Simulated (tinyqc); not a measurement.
Hot electrons in a saturated n-channel MOSFET, lucky-electron model: effect of the junction depth.

Beyond pinch-off the lateral field grows as Esat cosh(y/l) over the velocity-saturated region (pseudo-two-dimensional model). Impact ionisation in this region gives the substrate current, which biases the body forward through Rsub. Currents are per width. Local-field laws: they overstate ionisation when the field peak is narrower than an energy relaxation length.

Cox = 3.9 eps0/tox, l = sqrt(3 tox xj), Esat = 2 vs/mu. Overdrive g = Vg - VT + kb Vb; Vdsat = g Esat L/(g + Esat L); Id = Cox vs (g - Vdsat); dV = Vd - Id Rd - Vdsat; Em = sqrt((dV/l)^2 + Esat^2); Isub = Id (Ai/Bi) l Em exp(-Bi/Em). Vb = Rsub Isub is solved self-consistently. Lifetime tau = (Hl/Id)(Isub/Id)^(-m); 1 year = 3.15576e7 s.

Values chosen for this exercise; values close to those of silicon n-channel devices:
- L = 0.35 um (channel length)
- tox = 8.9 nm (oxide thickness)
- VT = 0.68 V (threshold)
- mu = 400 cm^2/(V s) (effective mobility)
- vs = 7.3e6 cm/s (saturation velocity)
- Ai = 2e6 1/cm (ionisation prefactor)
- Bi = 1.83 MV/cm (ionisation field)
- Rd = 0 ohm um (resistance of the lightly doped drain)
- Rsub = 3600 ohm um (substrate resistance)
- kb = 0.42 (fall of VT per volt of forward body bias)
- m = 3.3 (lifetime exponent)
- Hl = 6000 s uA/um (lifetime constant)
- Vd = 2.9 V (drain voltage)
- Vg = 1.9 V (gate voltage)

Constants: eps0 = 8.8541878128e-14 F/cm where lengths are in cm. Results are converted to the units shown.

Effect of the junction depth:

| xj (nm) | Id (uA/um) | Em (MV/cm) | Isub (uA/um) | Isub/Id | tau (years) |
|---|---|---|---|---|---|
| 38 | 179.6 | 0.7113 | 33.95 | 0.1890 | 2.584e-4 |
| 52 | 175.7 | 0.6096 | 21.68 | 0.1234 | 0.001080 |
| 71 | 172.9 | 0.5228 | 12.99 | 0.07512 | 0.005640 |
| 96 | 171.1 | 0.4505 | 7.338 | 0.04288 | 0.03624 |
| 130 | 170.0 | 0.3878 | 3.787 | 0.02228 | 0.3167 |
| 180 | 169.3 | 0.3302 | 1.661 | 0.009808 | 4.765 |
| 240 | 169.0 | 0.2866 | 0.7149 | 0.004230 | 76.60 |

As xj goes from 38 to 240 nm, Em falls from 0.711 to 0.287 MV/cm, Isub falls from 33.9 to 0.715 uA/um and tau rises from 2.58e-4 to 76.6 years. From the first row to the last, log10(tau) changes by 5.5: 5.4 from (Isub/Id)^(-m), which holds Em and l, and 0.026 from 1/Id. For xj = 38 to 52 nm Isub/Id passes 0.1, where multiplication of the secondary carriers, left out here, counts. At xj = 240 nm the saturated region takes over 60 % of L, so using the full L in Vdsat is rough.

tinyqc, about 0.01 s, one thread, Intel Xeon 2.30GHz (shared host): `OMP_NUM_THREADS=1 python tinyqc.py 2550043 2550044 out.jsonl`
